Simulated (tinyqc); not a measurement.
Inside a calculation. Model: two-valley model of the transferred-electron effect. Computed by tinyqc, a small Python program that keeps every step. Command: `OMP_NUM_THREADS=1 python tinyqc.py 3017554 3017555 out.jsonl gunn walk`. One thread of a shared host (Intel(R) Xeon(R) Processor @ 2.30GHz), about 0.01 s of CPU time with the checks. Intermediate numbers are printed to about 6 digits and carried at full precision; extremes and crossings named in words are read from the listed rows.

Both kinds of valley share one electron temperature T_e, and each has a constant mobility.

Inputs (values chosen for the exercise, for a model semiconductor):
```
quantity,value,unit
central-valley mass m1,0.19,m_0
satellite-valley mass m2,0.48,m_0
satellite valleys Z,6,-
valley separation dE,0.1,eV
central-valley mobility mu1,1600,cm^2/(V s)
satellite-valley mobility mu2,75,cm^2/(V s)
energy relaxation time tau_E,0.52,ps
lattice temperature T,150,K
electric field F,18,kV/cm
iteration cap,600,-
```

Solver: bisection.

Constants: k_B = 8.617333262e-05 eV/K.

## Equilibrium

Density-of-states ratio R = Z (m2/m1)^(3/2); n2/n1 = R exp(-dE/(k_B T_e)); mean mobility mu = (mu1 + mu2 n2/n1)/(1 + n2/n1); energy balance e mu F^2 = (3/2) k_B (T_e - T)/tau_E; v = mu F.

R = 24.0925

n2/n1 without field = 0.0105204

low-field mobility = 1584.12 cm^2/(V s)

dE is 7.7 k_B T, so part of the electrons sit in the satellites even without field.

## Electron temperature

Bisection on h(T_e) = T_out(T_e) - T_e between T and T_out(T), with T_out = T + (2/3) e mu(T_e) F^2 tau_E/k_B; stop when the bracket is below 1e-6 K.

Course of the iteration:
```
iteration,T_e (K),mu (cm^2/(V s)),bracket (K)
1,1182.39,227.057,1.03239e+03
2,666.19,367.109,5.16194e+02
3,408.10,709.726,2.58097e+02
4,537.15,478.722,1.29049e+02
5,601.67,413.778,6.45243e+01
6,633.93,388.618,3.22621e+01
7,650.06,377.453,1.61311e+01
...,...,...,...
25,645.76,380.350,6.15352e-05
26,645.76,380.350,3.07676e-05
27,645.76,380.350,1.53838e-05
28,645.76,380.350,7.69190e-06
29,645.76,380.350,3.84595e-06
30,645.76,380.350,1.92297e-06
31,645.76,380.350,9.61487e-07
```

electron temperature T_e = 645.756 K

Converged in 31 iterations.

## Velocity

The formulas are those given above.

share in the satellites = 79.9770 %

mean mobility = 380.350 cm^2/(V s)

drift velocity = 0.684631 1e7 cm/s

## Velocity against field

The formulas are those given above.

The curve:
```
F (kV/cm),T_e (K),share in the satellites (%),v (1e7 cm/s),low-field line (1e7 cm/s)
1.8,170.3,2.5816,0.28091,0.2851
4.5,255.1,20.3113,0.58061,0.7129
9.0,393.8,55.8535,0.67341,1.4257
13.0,504.5,70.7219,0.67794,2.0594
18.0,645.8,79.9770,0.68463,2.8514
25.0,864.4,86.2872,0.71030,3.9603
36.0,1281.3,90.6890,0.78117,5.7028
54.0,2204.3,93.4346,0.94566,8.5543
90.0,5059.5,95.0383,1.35599,14.2571
180.0,18342.6,95.7655,2.51237,28.5142
```

v rises in every row; the share in the slow valleys goes from 2.6 to 96 %, too gradually against the field for a falling branch among these rows. With constant mobilities n2/n1 tends to R and v ends on the line (mu1 + R mu2) F/(1 + R), a mobility of 136; real satellites saturate instead. Rows with T_e above 3000 K lie outside the range of a Maxwellian in parabolic valleys.

Checks made by the program: field recovered from T_e by the energy balance (relative difference 2e-10).
